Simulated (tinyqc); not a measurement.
Strength against creep resistance: grain growth, pinning, strength and diffusional creep of a polycrystal or thin film. Computed by tinyqc, a small Python program. Command: `OMP_NUM_THREADS=1 python tinyqc.py 3028873 3028874 out.jsonl grain walk`. One thread of a shared host (Intel(R) Xeon(R) Processor @ 2.30GHz), about 0.01 s of CPU time with the checks.

One mean grain size d describes the structure.

Inputs (values chosen for the exercise, modelled on nickel): atomic volume Omega = 10.94 angstrom^3; boundary energy gamma = 0.83 J/m^2; mobility prefactor M0 = 5.8e-05 m^4/(J s); activation energy of boundary motion Q_m = 1.36 eV; anneal temperature T = 484 K; anneal time t = 5300 s; initial grain size d0 = 16 nm; particle volume fraction f = 0.00038; particle radius r = 11 nm; film thickness h = 62 nm; surface energy gamma_s = 2.1 J/m^2; Hall-Petch slope k_y = 0.18 MPa m^0.5; lattice diffusion energy Q_l = 2.8 eV; boundary diffusion energy Q_b = 1.15 eV; lattice prefactor D0 = 3.8e-05 m^2/s; boundary prefactor delta D0b = 4.5e-15 m^3/s; applied stress sigma = 10 MPa; service temperature T_c = 688 K.

Sample: thin film on a substrate.

Constants: k_B = 8.617333262e-05 eV/K; k_B = 1.380649e-23 J/K.

Method:
- M = M0 exp(-Q_m/(k_B T)). The driving pressure is 2 gamma/d. Zener pinning pressure 3 f gamma/(2 r) stops growth at d_Z = 4 r/(3 f). Grooves where boundaries meet the surface have the angle theta = arcsin(gamma/(2 gamma_s)) and are taken to stop growth at d_h = h/(2 theta), a few film thicknesses; the limit is 1/d_lim = 1/d_Z + 1/d_h.
- dd/dt = 2 M gamma (1/d - 1/d_lim) integrates to 2 M gamma t = d_lim (d0 - d) + d_lim^2 ln[(d_lim - d0)/(d_lim - d)]; without pinning d^2 = d0^2 + 4 M gamma t.
- Nabarro-Herring rate = 14 sigma Omega D_l/(k_B T d^2), D_l = D0 exp(-Q_l/(k_B T)); Coble rate = 14 pi sigma Omega delta D_b/(k_B T d^3), delta D_b = delta D0b exp(-Q_b/(k_B T)); they are equal at d_x = pi delta D_b/D_l.
- Hall-Petch term k_y/sqrt(d).

crossover size d_x = 4.54209e+08 micrometre

At T_c and sigma:
```
d (nm)  Hall-Petch term (MPa)  Nabarro-Herring (1/s)  Coble (1/s)  time to 1 % (s)
30                     1039.2             2.1003e-11   3.1800e-01       3.1447e-02
100                     569.2             1.8903e-12   8.5859e-03       1.1647e+00
300                     328.6             2.1003e-13   3.1800e-04       3.1447e+01
1000                    180.0             1.8903e-14   8.5859e-06       1.1647e+03
3000                    103.9             2.1003e-15   3.1800e-07       3.1447e+04
10000                    56.9             1.8903e-16   8.5859e-09       1.1647e+06
100000                   18.0             1.8903e-18   8.5859e-12       1.1647e+09
```

What follows from these numbers?

From 100 micrometre to 30 nm grains the Hall-Petch term grows 58 times, while the time to 1 % strain shrinks by 10.6 decades. Coble creep rules in 7 of the seven rows (d_x is a millimetre or more). Fine grains resist slip but creep fast. The Hall-Petch value at 30 nm is at the edge of that law, and in a film grains much larger than h lose atoms to the surfaces instead. Caution: T_c is above the anneal temperature, so the grains would go on growing in service.

Extremes, crossings and ranges named in words are read from the listed rows.
